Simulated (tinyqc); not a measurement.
Inside a calculation. Method: plane-wave Kohn-Sham cycle with exchange-only LDA in a layered model solid. Computed by tinyqc, a small Python program that keeps every step. Settings: points = 16, plane-wave index or count = 2, electrons = 2, k points = 3, area = 11.0, mixing = 0.8, iteration cap = 58. Command: `OMP_NUM_THREADS=1 python tinyqc.py 30982 30983 out.jsonl` (the two numbers bound the seeds that draw the settings). One thread of a shared host (Intel(R) Xeon(R) Processor @ 2.60GHz), about 0.02 s of CPU time with the checks. Later iterations appear only in the table of the cycle.

## Iteration 1: potential

A solid whose potential varies along x alone (atomic units):
```
parameter                      value
period a                   11.200000
cross-section of the cell  11.000000
electrons per cell                 2
grid points                       16
plane waves -n..n, n               2
k points                           3
V1 in V1 cos(2 pi x/a)     -0.390000
V2 in V2 cos(4 pi x/a)     -0.100000
```

density at the start, on the grid x_j = j a/N (e/bohr^3): 0.0162338  0.0162338  0.0162338  0.0162338  0.0162338  0.0162338  0.0162338  0.0162338  0.0162338  0.0162338  0.0162338  0.0162338  0.0162338  0.0162338  0.0162338  0.0162338

V_H(G) = 4 pi rho(G)/G^2 for G != 0 (uniform background); v_x = -(3 rho/pi)^(1/3); V = V_ext + V_H + v_x; Fourier components f(G_m) = (1/N) sum_j f(x_j) exp(-i G_m x_j).

Potentials on the grid (hartree):
```
x            V_ext      V_H       v_x         V
0.00000   -0.49000  0.00000  -0.24934  -0.73934
0.70000   -0.43102  0.00000  -0.24934  -0.68037
1.40000   -0.27577  0.00000  -0.24934  -0.52511
2.10000   -0.07854  0.00000  -0.24934  -0.32788
2.80000    0.10000  0.00000  -0.24934  -0.14934
3.50000    0.21996  0.00000  -0.24934  -0.02939
4.20000    0.27577  0.00000  -0.24934   0.02643
4.90000    0.28960  0.00000  -0.24934   0.04026
5.60000    0.29000  0.00000  -0.24934   0.04066
6.30000    0.28960  0.00000  -0.24934   0.04026
7.00000    0.27577  0.00000  -0.24934   0.02643
7.70000    0.21996  0.00000  -0.24934  -0.02939
8.40000    0.10000  0.00000  -0.24934  -0.14934
9.10000   -0.07854  0.00000  -0.24934  -0.32788
9.80000   -0.27577  0.00000  -0.24934  -0.52511
10.50000  -0.43102  0.00000  -0.24934  -0.68037
```

V(G_m), m = 0, 1, 2, ... (hartree): -0.24934  -0.19500  -0.05000  0.00000  0.00000

## Iteration 1: Hamiltonian at one k

k = 0.00000 2 pi / a

H(m,m') = (k + G_m)^2/2 delta + V(G_m - G_m'), with V(-G) = V(G).

H (hartree), lower triangle:
```
          -2        -1        +0        +1       +2
-2   0.38010
-1  -0.19500  -0.09198
+0  -0.05000  -0.19500  -0.24934
+1   0.00000  -0.05000  -0.19500  -0.09198
+2   0.00000   0.00000  -0.05000  -0.19500  0.38010
```

## Iteration 1: levels at that k

Diagonalise the Hermitian matrix.

eigenvalues (hartree): -0.51308  -0.11828  0.05627  0.44558  0.45639

## Iteration 1: new density

Motion across x is left out: the lowest 1 band(s) hold two electrons at each of the k points (j + 1/2)/nk - 1/2. Residual R = rho(out) - rho(in); rho(new) = rho(in) + 0.8 R. rho(out) = 2/(a A nk) sum |psi|^2 with psi = sum c exp(i G x). Harris energy E = band energy - dV sum rho (V_H/2 + v_x) + (3/4) dV sum rho v_x with rho(in), dV = a A/N, band energy = (2/nk) sum of the filled levels.

rho(out) (e/bohr^3): 0.0604375  0.0513559  0.0311129  0.0129208  0.0034560  0.0005814  0.0000892  0.0000770  0.0001165  0.0000770  0.0000892  0.0005814  0.0034560  0.0129208  0.0311129  0.0513559

density after iteration 1 (e/bohr^3): 0.0515968  0.0443314  0.0281371  0.0135834  0.0060115  0.0037119  0.0033181  0.0033084  0.0033400  0.0033084  0.0033181  0.0037119  0.0060115  0.0135834  0.0281371  0.0443314

energy per cell = -0.8994466 hartree

## Iteration 2: potential

As before.

Potentials on the grid (hartree):
```
x            V_ext       V_H       v_x         V
0.00000   -0.49000   0.95503  -0.36660   0.09842
0.70000   -0.43102   0.85005  -0.34852   0.07051
1.40000   -0.27577   0.57678  -0.29951   0.00150
2.10000   -0.07854   0.22921  -0.23496  -0.08428
2.80000    0.10000  -0.10583  -0.17905  -0.18488
3.50000    0.21996  -0.38067  -0.15247  -0.31318
4.20000    0.27577  -0.57931  -0.14688  -0.45042
4.90000    0.28960  -0.69860  -0.14673  -0.55573
5.60000    0.29000  -0.73831  -0.14720  -0.59551
6.30000    0.28960  -0.69860  -0.14673  -0.55573
7.00000    0.27577  -0.57931  -0.14688  -0.45042
7.70000    0.21996  -0.38067  -0.15247  -0.31318
8.40000    0.10000  -0.10583  -0.17905  -0.18488
9.10000   -0.07854   0.22921  -0.23496  -0.08428
9.80000   -0.27577   0.57678  -0.29951   0.00150
10.50000  -0.43102   0.85005  -0.34852   0.07051
```

V(G_m), m = 0, 1, 2, ... (hartree): -0.22063  0.16659  -0.01571  0.00695  0.00194

## Iteration 2: Hamiltonian at one k

k = 0.00000 2 pi / a

As before.

H (hartree), lower triangle:
```
          -2        -1        +0        +1       +2
-2   0.40881
-1   0.16659  -0.06327
+0  -0.01571   0.16659  -0.22063
+1   0.00695  -0.01571   0.16659  -0.06327
+2   0.00194   0.00695  -0.01571   0.16659  0.40881
```

## Iteration 2: levels at that k

As before.

eigenvalues (hartree): -0.41436  -0.09803  0.05529  0.45735  0.47020

## Iteration 2: new density

As before.

rho(out) (e/bohr^3): 0.0001206  0.0001316  0.0003088  0.0013148  0.0051443  0.0149581  0.0314350  0.0485306  0.0559733  0.0485306  0.0314350  0.0149581  0.0051443  0.0013148  0.0003088  0.0001316

density after iteration 2 (e/bohr^3): 0.0104158  0.0089715  0.0058745  0.0037685  0.0053177  0.0127088  0.0258117  0.0394862  0.0454466  0.0394862  0.0258117  0.0127088  0.0053177  0.0037685  0.0058745  0.0089715

energy per cell = -1.2466424 hartree

## Convergence

Stop when sqrt(dV sum R^2) is below 1e-8, dV = a A/N.

Course of the cycle:
```
iteration  E (hartree)  norm of the residual
1           -0.8994466              2.32e-01
2           -1.2466424              3.63e-01
3           -2.0606571              3.44e-01
4           -1.0709445              3.42e-01
5           -2.0463319              3.43e-01
6           -1.0742150              3.42e-01
7           -2.0461293              3.42e-01
8           -1.0742935              3.42e-01
9           -2.0461110              3.42e-01
10          -1.0742986              3.42e-01
11          -2.0461103              3.42e-01
...                ...                   ...
48          -1.0742988              3.42e-01
49          -2.0461102              3.42e-01
50          -1.0742988              3.42e-01
51          -2.0461102              3.42e-01
52          -1.0742988              3.42e-01
53          -2.0461102              3.42e-01
54          -1.0742988              3.42e-01
55          -2.0461102              3.42e-01
56          -1.0742988              3.42e-01
57          -2.0461102              3.42e-01
58          -1.0742988              3.42e-01
```

Not converged within 58 iterations: the residual has stopped falling: the iteration swings between two states. Reruns (cap 100 unless said): mixing 0.1: not converged; mixing 0.5, Kerker q0 1.0: converged in 42 (E = -0.48919); mixing 0.3, Pulay depth 5: converged in 17 (E = -0.48919); the original settings with a cap of 400: not converged.
